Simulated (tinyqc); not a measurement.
Phase shift across the band: Koster-Slater impurity in a tight-binding band, by Green functions and by supercells. Computed by tinyqc, a small Python program. Command: `OMP_NUM_THREADS=1 python tinyqc.py 3002379 3002380 out.jsonl kosterslater walk`. One thread of a shared host (Intel(R) Xeon(R) Processor @ 2.30GHz), about 0.04 s of CPU time with the checks.

One orbital per site, e(k) = -2 t sum cos(k_i) over 2 direction(s), band from -4 t to 4 t, lattice constant 1. One site has the extra energy U. Spin is left out.

Inputs (values chosen for the exercise, for a model band): hopping t = 0.78 eV; impurity potential U = -3.15 eV; broadening eta = 0.062 eV.

Lattice: square.

Method:
- Outside the band G0(E) = (2/(pi E)) K(m), m = 16 t^2/E^2, K the complete elliptic integral with parameter m.
- A bound state solves 1/U = G0(E).
- Bisection in ln(distance from the edge) between 1e-5 t and |U| + t. Weight on the impurity site: -1/(U^2 dG0/dE), by a central difference with step min(1e-4 t, distance/30). Decay length along an axis: 1/arccosh(1 + distance/(2 t)).
- Inside the band G0(z), z = E + i eta, comes from the chain form 1/(sqrt(y - 2t) sqrt(y + 2t)) (principal roots) at y = z + 2 t cos k, averaged over k in (0, pi) with 200 Gauss-Legendre points.
- delta/pi = -arg(1 - U G0)/pi counts the states added below E (Friedel); host DOS = -Im G0/pi, DOS on the impurity = -Im[G0/(1 - U G0)]/pi; 13 evenly spaced energies from -(band edge + |U| + 2t) to +(band edge + |U| + 2t).

distance from the band edge = 0.837587 eV

level E_b = -3.95759 eV

Across the spectrum:
```
E (eV)  Re G0 (1/eV)  host DOS (1/eV)  DOS on the impurity (1/eV)  delta/pi
-7.830      -0.13328          0.00037                      0.0011   0.00199
-6.525      -0.16334          0.00056                      0.0024   0.00366
-5.220      -0.21325          0.00102                      0.0094   0.00976
-3.915      -0.32315          0.00287                      2.5457   0.67927
-2.610      -0.41873          0.10814                      0.0867   0.59221
-1.305      -0.32717          0.14997                      0.0681   0.50656
0.000        0.00000          0.34451                      0.0273   0.40918
1.305        0.32717          0.14997                      0.0237   0.20090
2.610        0.41873          0.10814                      0.0166   0.13763
3.915        0.32315          0.00287                      0.0007   0.00448
5.220        0.21325          0.00102                      0.0004   0.00192
6.525        0.16334          0.00056                      0.0002   0.00117
7.830        0.13328          0.00037                      0.0002   0.00081
```

What does the comparison show, and why?

delta/pi starts and ends near zero (+0.002 and +0.001): the impurity moves states but creates none. delta/pi rises at the bound state below the band (-3.958 eV), reaches 0.68 among these rows (1 in the limit of small eta, just above the level) and is paid back by the top of the band.

Extremes, crossings and ranges named in words are read from the listed rows.
